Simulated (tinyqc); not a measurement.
# Worked calculation: thermionic-field emission through a Schottky barrier, WKB

Computed by the program tinyqc: `OMP_NUM_THREADS=1 python tinyqc.py 2640075 2640076 out.jsonl`, one thread of a shared Intel Xeon 2.30GHz, about 0.04 s for the whole run. Printed values are rounded.

Metal on an n-type semiconductor with one parabolic valley; V > 0 is forward bias (metal positive). Energies E are counted from the conduction edge of the neutral semiconductor, whose Fermi level lies at -xi; that of the metal lies at -xi - V. The barrier is a parabola of height Vd = phi - xi - V (depletion approximation, no image force).

Parameters, values chosen for the exercise; band and dielectric values close to those of indium phosphide:
```
symbol   value   unit                             meaning
T          200      K                         temperature
me      0.0791     m0                       electron mass
eps_r     12.5                      relative permittivity
phi        0.7     eV  barrier height seen from the metal
Nd      2.1e19  cm^-3                       donor density
V         0.13      V                                bias
nE          13                  points of the energy grid
Eb        0.72     eV        upper end of the energy grid
```

Constants: q = 1.602176634e-19 C, kB = 1.380649e-23 J/K, hbar = 1.054571817e-34 J s, h = 6.62607015e-34 J s, m0 = 9.1093837015e-31 kg, Vt = kB T/q, eps0 = 8.8541878128e-14 F/cm where lengths are in cm. Results are converted to the units shown.

Range of the model: The depletion approximation, a parabolic band and the neglect of image-force lowering make these currents estimates at high doping.

## Fermi level, barrier and E00

Nc = 2 (2 pi me m0 kB T/h^2)^1.5 (times 1e-6 for cm^-3); Nd = Nc F12(-xi/Vt), F12(x) = (2/sqrt(pi)) int_0^infinity sqrt(u)/(1 + exp(u - x)) du; E00 = (hbar/2) sqrt(Nd/(me m0 eps0 eps_r)) in SI units (volts). W = sqrt(2 eps0 eps_r Vd/(q Nd)).

Nc = 3.03878e17 cm^-3
xi = -0.350193 eV
Vd = 0.920193 V
W = 7.78071 nm
E00 = 85.5645 meV
E00/Vt = 4.96467

By a common rule of thumb, E00/Vt below 0.5 marks thermionic emission, 0.5 to 5 thermionic-field emission and above 5 field emission. By that rule alone: thermionic-field emission; with a high barrier, tunnelling near its top can carry most of the current even below 0.5.

## Current density on a coarse grid

For E < Vd, ln T(E) = -(Vd/E00) [sqrt(1 - y) - y ln((1 + sqrt(1 - y))/sqrt(y))], y = E/Vd; T(E) = 1 above. J = A* T (q/kB) int_0^infinity T(E) N(E) dE, N = ln[(1 + exp((-xi - E)/Vt))/(1 + exp((-xi - V - E)/Vt))], A* = 4 pi q me m0 kB^2/h^3 (times 1e-4 for A/(cm^2 K^2)). Simpson's rule on nE equally spaced points from 0 to Eb.

```
point    E (eV)        T(E)            N       T(E) N
0      0.000000  2.13517e-5      7.54293   1.61055e-4
1      0.060000  1.27644e-4      7.54284   9.62797e-4
2      0.120000  4.63716e-4      7.53996   0.00349640
3      0.180000  0.00138458      7.45033    0.0103156
4      0.240000  0.00362079      6.12010    0.0221596
5      0.300000  0.00854280      2.95556    0.0252487
6      0.360000   0.0184965     0.448275   0.00829152
7      0.420000   0.0371471    0.0172567   6.41036e-4
8      0.480000   0.0696902   5.35382e-4   3.73109e-5
9      0.540000    0.122697   1.64757e-5   2.02152e-6
10     0.600000    0.203291   5.06890e-7   1.03046e-7
11     0.660000    0.317343   1.55948e-8   4.94890e-9
12     0.720000    0.466476  4.79785e-10  2.23808e-10
```

J = 95665.1 A/cm^2

The integrand peaks at E = 0.300 eV among these points, 0.33 of the barrier height. A converged quadrature gives 94480 A/cm^2 (this grid is 1.3 % above that), of which 1.7e-12 % passes over the barrier.
